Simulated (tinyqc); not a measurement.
Inversion layer as a triangular well, valleys of the Ge type: one step. Effect on the gate capacitance.

Parameters, chosen for this exercise (out of a larger set: near those of Ge; not measured data): eps = 16 (dielectric constant); tox = 22 angstrom (SiO2-equivalent oxide thickness).

mean distance from the surface = 39.7870 angstrom

Problem. The charge sits at the mean distance <z> from the surface, which adds (3.9/eps) <z> to the oxide thickness; C/Cox = tox/(tox + 3.9 <z>/eps). The density-of-states term is left out.

Give: added thickness; C/Cox.

Solution.

added thickness = 9.70 angstrom
C/Cox = 0.694

Program tinyqc; command `OMP_NUM_THREADS=1 python tinyqc.py 1282112 1282113 out.jsonl`; about 0.03 s on one thread of a shared Intel(R) Xeon(R) Processor @ 2.30GHz.
